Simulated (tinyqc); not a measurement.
# Changing the electron mass m_e

Model: heavy doping: band filling, gap narrowing, band tails and the effective intrinsic density. Computed by tinyqc, a small Python program. Command: `OMP_NUM_THREADS=1 python tinyqc.py 3026320 3026321 out.jsonl gapnarrow sweep`. One thread of a shared host (Intel(R) Xeon(R) Processor @ 2.30GHz), about 0.05 s of CPU time with the checks.

An n-type crystal above its Mott density, with all dopants ionised: n = N_D - N_A, ionised centres N_I = N_D + N_A. Valleys are taken as spherical with mass m_e.

Inputs (values chosen for the exercise, modelled on CdS):

| quantity | value | unit |
|---|---|---|
| gap E_g | 2.54 | eV |
| valleys M_c | 1 | - |
| hole mass m_h | 0.83 | m_0 |
| dielectric constant eps | 8.37 | - |
| donor density N_D | 3.7e+19 | cm^-3 |
| compensation ratio N_A/N_D | 0 | - |
| temperature T | 77 | K |

Conduction band: non-parabolic (Kane).

Constants: a_0 = 0.529177210903 angstrom; Ry = 13.605693123 eV; k_B = 8.617333262e-05 eV/K; hbar^2/(2 m_0) = 3.80998212 eV angstrom^2; e = 1.602176634e-19 C; eps_0 = 8.8541878128e-12 F/m; e^2/(4 pi eps_0) = 14.39964548 eV angstrom.

Method:
- n = N_D (1 - ratio); Ry* = Ry m_e/eps^2, a* = a_0 eps/m_e; r_s = (3/(4 pi n))^(1/3)/a*; k_F = (3 pi^2 n/M_c)^(1/3); Mott density (0.26/a*)^3.
- n = M_c (1/(2 pi^2)) (m_e/(hbar^2/2m_0))^(3/2) int sqrt(E (1 + aE)) (1 + 2 aE) f dE with a = (1 - m_e)^2/E_g, f = 1/(1 + exp((E - E_F)/k_B T)); trapezoid rule in t = sqrt(E/k_B T), step 0.02 up to 12; E_F by bisection from the band edge.
- At T = 0, E_F (1 + a E_F) = (hbar^2/2m_0) k_F^2/m_e; dn/dE_F uses f (1 - f)/k_B T in place of f.
- Screening: q^2 = (e/(eps eps_0)) dn/dE_F. Exchange lowers the conduction band by (1/pi) k_F e^2/(4 pi eps_0 eps) (T = 0 Hartree-Fock at k_F, taken as a rigid shift). Screening raises the valence band by (q/2) e^2/(4 pi eps_0 eps) (static Coulomb hole). The narrowing is the sum; electron correlation and carrier-ion shifts are left out. Root-mean-square potential of randomly placed ions: V_rms = (e^2/(4 pi eps_0 eps)) sqrt(2 pi N_I/q).
- Absorption edge of a direct gap, from the valence band at k_F (T = 0 value) to the Fermi level: E_g - narrowing + E_F + (hbar^2/2m_0) k_F^2/m_h, k_F = (3 pi^2 n)^(1/3); the shift is the edge less E_g. n p/n_i^2 = exp(narrowing/k_B T) x (n/N) exp(-E_F/k_B T), N being the limit of n exp(-E_F/k_B T) far below the edge (taken at E_F = -12 k_B T); apparent narrowing = k_B T ln(n p/n_i^2).

One run for each value:

| electron mass m_e (m_0) | E_F above the band edge (meV) | gap narrowing (meV) | screening length 1/q (angstrom) | apparent narrowing (meV) |
|---|---|---|---|---|
| 0.069 | 500.99 | 101.51 | 19.091 | -356.81 |
| 0.089 | 401.97 | 106.09 | 17.330 | -255.74 |
| 0.110 | 333.26 | 110.42 | 15.939 | -184.81 |
| 0.150 | 251.69 | 117.76 | 14.032 | -98.99 |
| 0.190 | 202.29 | 124.26 | 12.686 | -45.43 |
| 0.250 | 156.26 | 132.96 | 11.244 | 6.57 |
| 0.320 | 123.42 | 141.98 | 10.057 | 45.99 |
| 0.410 | 97.05 | 152.34 | 8.971 | 80.25 |

Over the rows, E_F above the band edge (meV) falls from 501 to 97.1 (exponent d ln y / d ln x -0.87 between the first rows and -0.97 between the last); gap narrowing (meV) rises from 102 to 152 (exponent d ln y / d ln x 0.17 between the first rows and 0.28 between the last); screening length 1/q (angstrom) falls from 19.1 to 8.97 (exponent d ln y / d ln x -0.38 between the first rows and -0.46 between the last). At the high end the exponent of E_F above the band edge is -0.97, close to -1: the exponent of E_F = hbar^2 k_F^2/2m.

Caution (rows 0.0690, 0.0890, 0.110, 0.150, 0.190, 0.250): the screening length is well below a*, where static Thomas-Fermi screening overstates the Coulomb hole. Caution (rows 0.320, 0.410): r_s is above 1.2, where these high-density terms are rough.
